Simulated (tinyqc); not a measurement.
Velocity overshoot from momentum and energy balance equations after a field step: one step, computed by the program tinyqc.

At t = 0 the field jumps from 0 to F in a uniform sample. v is the drift velocity and u = w - (3/2) k_B T the excess energy per carrier.

Task: Constants and steady state. dv/dt = e F/m - v/tau_m(u), du/dt = e F v - u/tau_E, tau_m(u) = tau_0/(1 + c u), tau_0 = m mu_0/e, c = mu_0/(e tau_E v_s^2); this choice gives the steady state v (1 + mu_0 F v/v_s^2) = mu_0 F, which saturates at v_s. Steady velocity v = 2 mu_0 F/(1 + sqrt(1 + 4 (mu_0 F/v_s)^2)); u = e F v tau_E; carrier temperature T + 2u/(3 k_B), neglecting the drift energy m v^2/2.

Inputs (values chosen for the exercise, modelled on electrons in germanium except for tau_E):
```
quantity                      value        unit
effective mass m               0.12         m_0
low-field mobility mu_0        4100  cm^2/(V s)
saturation velocity v_s        0.68    1e7 cm/s
energy relaxation time tau_E   0.39          ps
field after the step F          2.8       kV/cm
lattice temperature T           300           K
```

Scheme: explicit Euler.

Constants: m_0 = 9.1093837015e-31 kg; e = 1.602176634e-19 C; k_B = 8.617333262e-05 eV/K.

Give: tau_0; c; acceleration e F/m; steady velocity; steady excess energy; steady carrier temperature.

Result:

tau_0 = 279.73 fs

c = 227.35 1/eV

acceleration e F/m = 0.0041039 1e7 cm/s per fs

steady velocity = 0.50780 1e7 cm/s

steady excess energy = 0.0055452 eV

steady carrier temperature = 342.90 K

tau_E/tau_0 = 1.39, and in the steady state tau_m has shrunk to 123.7 fs.
